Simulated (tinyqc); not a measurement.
# One-diode model of a solar cell: effects of single changes

J is the current delivered and Vj = V + J Rs the junction voltage. J = X JL - J01 (exp(Vj/(n1 Vt)) - 1) - Vj/Rp. The photocurrent does not depend on voltage.

Values chosen for this exercise; values of the order met in cells of gallium arsenide:
```
symbol,value,unit,meaning
T,323,K,temperature
JL,25.1,mA/cm^2,photocurrent at one sun
X,1,suns,concentration
J01,2.5e-12,A/cm^2,saturation current of the diode
n1,1.43,,ideality factor of the diode
Rs,0.082,ohm cm^2,series resistance
Rp,20000,ohm cm^2,shunt resistance
Pin,100,mW/cm^2,incident power at one sun
```

Constants: q = 1.602176634e-19 C, kB = 1.380649e-23 J/K, Vt = kB T/q. Results are converted to the units shown.

Each table varies one quantity; the others keep the values above.

## Effect of the saturation current of the diode

Jsc at V = 0, Voc at J = 0, the maximum power point where J (1 + 2 Rs G) = G Vj with G = -dJ/dVj; FF = Vmp Jmp/(Voc Jsc); efficiency Vmp Jmp/(X Pin). Empirical fill factor without parasitics FF0 = (v - ln(v + 0.72))/(v + 1), v = Voc/(n1 Vt).

The same in every row: Jsc (mA/cm^2) = 25.10.

Effect of the saturation current of the diode:
```
J01 (A/cm^2)  Voc (V)  Vmp (V)  Jmp (mA/cm^2)      FF  efficiency (%)     FF0
2e-14           1.109   0.9778          24.07  0.8457           23.54  0.8492
2e-13           1.017   0.8897          23.98  0.8358           21.34  0.8392
2e-12          0.9255   0.8021          23.87  0.8244           19.15  0.8278
2e-11          0.8338   0.7148          23.74  0.8109           16.97  0.8143
2e-10          0.7422   0.6281          23.57  0.7947           14.80  0.7983
3e-9           0.6344   0.5269          23.31  0.7712           12.28  0.7749
```

What does the comparison show?

As J01 goes from 2e-14 to 3e-9, Voc falls from 1.11 to 0.634 V, FF falls from 0.846 to 0.771 and the efficiency falls from 23.5 to 12.3 %. Voc changes by -91.6 mV a decade between the last two rows and -91.6 mV between the first two.

## Effect of the series resistance

Same model as above.

The same in every row: Voc (V) = 0.9166; FF0 = 0.8266.

Effect of the series resistance:
```
Rs (ohm cm^2)  Jsc (mA/cm^2)  Vmp (V)  Jmp (mA/cm^2)      FF  efficiency (%)
0                      25.10   0.7954          23.87  0.8252           18.98
0.05                   25.10   0.7943          23.86  0.8239           18.96
0.11                   25.10   0.7930          23.86  0.8224           18.92
0.25                   25.10   0.7900          23.85  0.8190           18.84
0.55                   25.10   0.7835          23.83  0.8116           18.67
1.2                    25.10   0.7695          23.78  0.7956           18.30
2.7                    25.10   0.7377          23.66  0.7590           17.46
6                      25.09   0.6707          23.31  0.6798           15.64
```

What does the table show?

As Rs goes from 0 to 6, Voc stays at 0.917 V, FF falls from 0.825 to 0.680 and the efficiency falls from 19.0 to 15.6 %. Voc does not depend on Rs, since no current flows through it at open circuit; between the first two rows FF drops by 1.09 times rs = Rs Jsc/Voc in relative terms.

Program tinyqc, `OMP_NUM_THREADS=1 python tinyqc.py 2280131 2280132 out.jsonl`; Intel Xeon 2.30GHz, shared host, one thread, about 0.01 s.
